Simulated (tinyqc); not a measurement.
# Changing the backscatter ratio eta

Model: electron-beam lithography: double-Gaussian proximity function, edge placement and dose correction for parallel lines. Computed by tinyqc, a small Python program. Command: `OMP_NUM_THREADS=1 python tinyqc.py 3110778 3110779 out.jsonl proximity sweep`. One thread of a shared host (Intel(R) Xeon(R) Processor @ 2.30GHz), about 0.01 s of CPU time with the checks.

Lines are infinitely long. Absorbed energy is counted so that the middle of a very large area written at dose 1 receives 1; the resist develops where it exceeds 1/2.

Inputs (values chosen for the exercise, of the order of those for 20 keV electrons in resist on silicon):

| quantity | value | unit |
|---|---|---|
| forward range alpha | 0.016 | micrometre |
| backscatter range beta | 2.4 | micrometre |
| base dose D0 | 760 | microcoulomb/cm^2 |
| width of the test line | 0.081 | micrometre |
| pattern density around the test line | 0.79 | - |

line widths (micrometre): 3.1  1  0.5  2.9

gaps between the lines (micrometre): 0.25  0.17  0.4

Method:
- The first line starts at x = 0; each next one starts after the width and the gap.
- f(r) = [exp(-r^2/alpha^2)/alpha^2 + eta exp(-r^2/beta^2)/beta^2]/(pi (1 + eta)). A line from a to b at dose d gives E(x) = d [S(alpha) + eta S(beta)]/(1 + eta), S(s) = [erf((b - x)/s) - erf((a - x)/s)]/2.
- M_ij is the mean of E at the two edges of line i from line j at dose 1.
- Uncorrected edge energies are M 1. Solve M d = 1/2 for the doses d that put the mean edge energy of every line at the threshold.
- A test line of width w << beta in surroundings of density rho, all at dose d: near its edge E(x) = d [S + eta rho]/(1 + eta), S = [erf((b - x)/alpha) - erf((a - x)/alpha)]/2 for edges a and b, the second term being the background energy. Dose to size d_s = (1 + eta)/(erf(w/alpha) + 2 eta rho), dose = d_s D0; edge slope d [1 - exp(-w^2/alpha^2)]/(sqrt(pi) alpha (1 + eta)); width change per 1 % of dose = 2 x 0.01 x (1/2)/slope.

One run for each value:

| backscatter ratio eta | largest over smallest dose | dose to size d_s | width change per 1 % of dose (nm) |
|---|---|---|---|
| 0.1 | 1.0364 | 0.94991 | 0.3284 |
| 0.3 | 1.1085 | 0.88195 | 0.4180 |
| 0.5 | 1.1798 | 0.83799 | 0.5076 |
| 0.7 | 1.2507 | 0.80722 | 0.5972 |
| 0.9 | 1.3212 | 0.78448 | 0.6869 |
| 1.1 | 1.3916 | 0.76698 | 0.7765 |
| 1.3 | 1.4618 | 0.75311 | 0.8661 |
| 1.5 | 1.5319 | 0.74184 | 0.9557 |
| 1.7 | 1.6020 | 0.73250 | 1.0453 |

Describe the trends.

Over the rows, largest over smallest dose rises from 1.04 to 1.60 (exponent d ln y / d ln x 0.061 between the first rows and 0.36 between the last); dose to size d_s falls from 0.950 to 0.733 (exponent d ln y / d ln x -0.068 between the first rows and -0.10 between the last); width change per 1 % of dose (nm) rises from 0.328 to 1.05 (exponent d ln y / d ln x 0.22 between the first rows and 0.72 between the last).

Extremes, crossings and ranges named in words are read from the listed rows.
